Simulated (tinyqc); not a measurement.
Worked calculation: RKS/BLYP in the 3-21g basis, for He, spin multiplicity 1. Computed by tinyqc, a small Python program that keeps every step (integrals from PySCF). Settings: charge = 0, multiplicity = 1, basis = 3-21g, energy threshold = 1e-09, iteration cap = 84, orthogonalisation = canonical, start = Wolfsberg-Helmholz matrix, DIIS depth = 0, method = RKS, functional = blyp, grid = [15, 86]. Command: `OMP_NUM_THREADS=1 python tinyqc.py 22114 22115 out.jsonl` (the two numbers bound the seeds that draw the settings). One thread of a shared host (Intel(R) Xeon(R) Processor @ 2.60GHz), about 0.08 s of CPU time with the checks. Later iterations appear only in the table of the cycle.

## One-electron integrals

Geometry (angstrom):
```
atom       x       y       z
He    0.0000  0.0000  0.0000
```

Basis 3-21g: exponents (1/bohr^2) and contraction coefficients of normalised primitives:
```
element  l (shell)  exponent  coefficient
He           s (1)   13.6267       0.1752
He           s (1)    1.9993       0.8935
He           s (2)    0.3830       1.0000
```

Overlap, kinetic and nuclear-attraction integrals over the contracted functions; the nuclear repulsion is the sum of Za Zb / Rab.

nuclear repulsion = 0 hartree

overlap S:
```
        1He 1s  1He 2s
1He 1s  1.0000  0.5952
1He 2s  0.5952  1.0000
```

kinetic energy T (hartree):
```
        1He 1s  1He 2s
1He 1s  3.9161  0.5789
1He 2s  0.5789  0.5745
```

nuclear attraction V (hartree):
```
         1He 1s   1He 2s
1He 1s  -5.4897  -2.2353
1He 2s  -2.2353  -1.9751
```

core Hamiltonian H = T + V (hartree):
```
         1He 1s   1He 2s
1He 1s  -1.5736  -1.6563
1He 2s  -1.6563  -1.4006
```

## Two-electron integrals

Functions are numbered as in S; the eight-fold symmetry (ij|kl) = (ji|kl) = (kl|ij) leaves the list below.

Two-electron integrals (ij|kl) in chemists' order, unique and non-zero (hartree):
```
(11|11) 1.8033   (21|11) 0.8765   (21|21) 0.4521   (22|11) 0.9170
(22|21) 0.5147   (22|22) 0.6983
```

## Orthogonalisation

S = U s U^T; canonical form X = U s^(-1/2), so that X^T S X = 1. Each column of U has its largest component positive (the first on a tie).

eigenvalues of S: 0.4048  1.5952

X:
```
              1       2
1He 1s   1.1114  0.5599
1He 2s  -1.1114  0.5599
```

## Starting guess

The start is the generalised Wolfsberg-Helmholz matrix (K = 1.75) built on H; D = 2 C_occ C_occ^T.

D at the start:
```
        1He 1s  1He 2s
1He 1s  0.7614  0.6185
1He 2s  0.6185  0.5023
```

## Iteration 1: exchange-correlation on the grid

Becke grid with 15 radial and 86 angular points per atom, points of zero weight dropped. rho = sum D_ij phi_i phi_j; V_xc,ij = sum w v_xc phi_i phi_j plus the gradient terms; v_xc is d(rho eps)/d rho at fixed gradient.

The 16 grid points with the largest w rho, of 1290 (bohr, atomic units):
```
x              y        z       w     rho  |grad rho|^2   eps_xc     v_xc
-0.3389  -0.3389  -0.3389  0.0139  0.4785        3.2903  -0.6833  -0.7746
0.3389   -0.3389  -0.3389  0.0139  0.4785        3.2903  -0.6833  -0.7746
0.3389   -0.3389   0.3389  0.0139  0.4785        3.2903  -0.6833  -0.7746
-0.3389  -0.3389   0.3389  0.0139  0.4785        3.2903  -0.6833  -0.7746
0.3389    0.3389  -0.3389  0.0139  0.4785        3.2903  -0.6833  -0.7746
-0.3389   0.3389   0.3389  0.0139  0.4785        3.2903  -0.6833  -0.7746
0.3389    0.3389   0.3389  0.0139  0.4785        3.2903  -0.6833  -0.7746
-0.3389   0.3389  -0.3389  0.0139  0.4785        3.2903  -0.6833  -0.7746
-0.4076   0.4076  -0.1110  0.0138  0.4785        3.2903  -0.6833  -0.7746
0.4076   -0.4076  -0.1110  0.0138  0.4785        3.2903  -0.6833  -0.7746
-0.4076  -0.1110   0.4076  0.0138  0.4785        3.2903  -0.6833  -0.7746
0.4076    0.1110  -0.4076  0.0138  0.4785        3.2903  -0.6833  -0.7746
-0.4076  -0.1110  -0.4076  0.0138  0.4785        3.2903  -0.6833  -0.7746
0.1110    0.4076   0.4076  0.0138  0.4785        3.2903  -0.6833  -0.7746
0.4076   -0.1110  -0.4076  0.0138  0.4785        3.2903  -0.6833  -0.7746
-0.1110   0.4076   0.4076  0.0138  0.4785        3.2903  -0.6833  -0.7746
```

electrons on the grid, sum of w rho = 2.0000

E_xc = sum of w rho eps_xc = -1.268203 hartree

V_xc (hartree):
```
         1He 1s   1He 2s
1He 1s  -1.0467  -0.4832
1He 2s  -0.4832  -0.4460
```

## Iteration 1: building the Kohn-Sham matrix

J_ij = sum D_kl (ij|kl); F = H + J + V_xc; E = tr D H + tr D J / 2 + E_xc + E_nn.

Coulomb J (hartree):
```
        1He 1s  1He 2s
1He 1s  2.9179  1.4851
1He 2s  1.4851  1.6856
```

Kohn-Sham matrix F (hartree):
```
         1He 1s   1He 2s
1He 1s   0.2976  -0.6545
1He 2s  -0.6545  -0.1610
```

total energy of this density = -2.765989 hartree

## Iteration 1: diagonalisation and new density

Diagonalise F' = X^T F X, C = X C', fill 1 alpha and 1 beta electrons from the bottom; D = 2 C_occ C_occ^T. Each column has its largest component positive (the first on a tie).

F' = X^T F X (hartree):
```
        1        2
1  1.7855   0.2854
2  0.2854  -0.3675
```

orbital energies (hartree): MO1 -0.4046, MO2 1.8227

coefficients C:
```
           MO1      MO2
1He 1s  0.4116   1.1744
1He 2s  0.6988  -1.0298
```

D after iteration 1:
```
        1He 1s  1He 2s
1He 1s  0.3388  0.5752
1He 2s  0.5752  0.9765
```

## Iteration 2: exchange-correlation on the grid

As before.

The 16 grid points with the largest w rho, of 1290 (bohr, atomic units):
```
x              y        z       w     rho  |grad rho|^2   eps_xc     v_xc
-0.5196  -0.5196   0.5196  0.0439  0.1405        0.2144  -0.4789  -0.5247
-0.5196  -0.5196  -0.5196  0.0439  0.1405        0.2144  -0.4789  -0.5247
-0.5196   0.5196  -0.5196  0.0439  0.1405        0.2144  -0.4789  -0.5247
0.5196    0.5196  -0.5196  0.0439  0.1405        0.2144  -0.4789  -0.5247
0.5196   -0.5196  -0.5196  0.0439  0.1405        0.2144  -0.4789  -0.5247
0.5196   -0.5196   0.5196  0.0439  0.1405        0.2144  -0.4789  -0.5247
-0.5196   0.5196   0.5196  0.0439  0.1405        0.2144  -0.4789  -0.5247
0.5196    0.5196   0.5196  0.0439  0.1405        0.2144  -0.4789  -0.5247
0.6249    0.1702  -0.6249  0.0436  0.1405        0.2144  -0.4789  -0.5247
-0.6249  -0.6249  -0.1702  0.0436  0.1405        0.2144  -0.4789  -0.5247
-0.6249  -0.6249   0.1702  0.0436  0.1405        0.2144  -0.4789  -0.5247
-0.6249  -0.1702  -0.6249  0.0436  0.1405        0.2144  -0.4789  -0.5247
-0.6249   0.1702  -0.6249  0.0436  0.1405        0.2144  -0.4789  -0.5247
0.6249    0.6249  -0.1702  0.0436  0.1405        0.2144  -0.4789  -0.5247
0.1702    0.6249  -0.6249  0.0436  0.1405        0.2144  -0.4789  -0.5247
0.6249    0.6249   0.1702  0.0436  0.1405        0.2144  -0.4789  -0.5247
```

electrons on the grid, sum of w rho = 2.0000

E_xc = sum of w rho eps_xc = -1.017791 hartree

V_xc (hartree):
```
         1He 1s   1He 2s
1He 1s  -0.9563  -0.4581
1He 2s  -0.4581  -0.4588
```

## Iteration 2: building the Kohn-Sham matrix

As before.

Coulomb J (hartree):
```
        1He 1s  1He 2s
1He 1s  2.5147  1.3196
1He 2s  1.3196  1.5846
```

Kohn-Sham matrix F (hartree):
```
         1He 1s   1He 2s
1He 1s  -0.0152  -0.7949
1He 2s  -0.7949  -0.2748
```

total energy of this density = -2.865345 hartree

## Iteration 2: diagonalisation and new density

As before.

F' = X^T F X (hartree):
```
        1        2
1  1.6056   0.1615
2  0.1615  -0.5892
```

orbital energies (hartree): MO1 -0.6010, MO2 1.6174

coefficients C:
```
           MO1      MO2
1He 1s  0.4772   1.1493
1He 2s  0.6395  -1.0676
```

D after iteration 2:
```
        1He 1s  1He 2s
1He 1s  0.4555  0.6104
1He 2s  0.6104  0.8179
```

## Iteration 11 (converged): orbitals

converged F (hartree):
```
         1He 1s   1He 2s
1He 1s   0.0582  -0.7615
1He 2s  -0.7615  -0.2471
```

As before.

F' = X^T F X (hartree):
```
        1        2
1  1.6479   0.1900
2  0.1900  -0.5366
```

orbital energies (hartree): MO1 -0.5530, MO2 1.6643

coefficients C:
```
           MO1      MO2
1He 1s  0.4622   1.1554
1He 2s  0.6533  -1.0591
```

D after iteration 11:
```
        1He 1s  1He 2s
1He 1s  0.4273  0.6040
1He 2s  0.6040  0.8537
```

## Convergence

Stop when the energy changes by less than 1e-09 hartree and every element of the error matrix X^T (F D S - S D F) X is below 9e-06.

Course of the cycle:
```
iteration  E (hartree)     change  largest element of the error matrix
1            -2.765989          -                             7.92e-01
2            -2.865345  -9.94e-02                             2.50e-01
3            -2.875263  -9.92e-03                             7.55e-02
4            -2.876154  -8.92e-04                             2.32e-02
5            -2.876238  -8.40e-05                             7.07e-03
6            -2.876246  -7.82e-06                             2.16e-03
7            -2.876247  -7.31e-07                             6.60e-04
8            -2.876247  -6.82e-08                             2.02e-04
9            -2.876247  -6.37e-09                             6.16e-05
10           -2.876247  -5.94e-10                             1.88e-05
11           -2.876247  -5.55e-11                             5.75e-06
```

PySCF RKS in the same basis, fine grid = -2.876281 hartree

Converged in 11 iterations. The coarse grid moves the energy by +3.38e-05 hartree.

## Populations

Mulliken: Z minus the diagonal of D S on the atom; Loewdin: the same with S^(1/2) D S^(1/2).

Charges (e):
```
atom  Mulliken  Loewdin
1He          0   0.0000
```
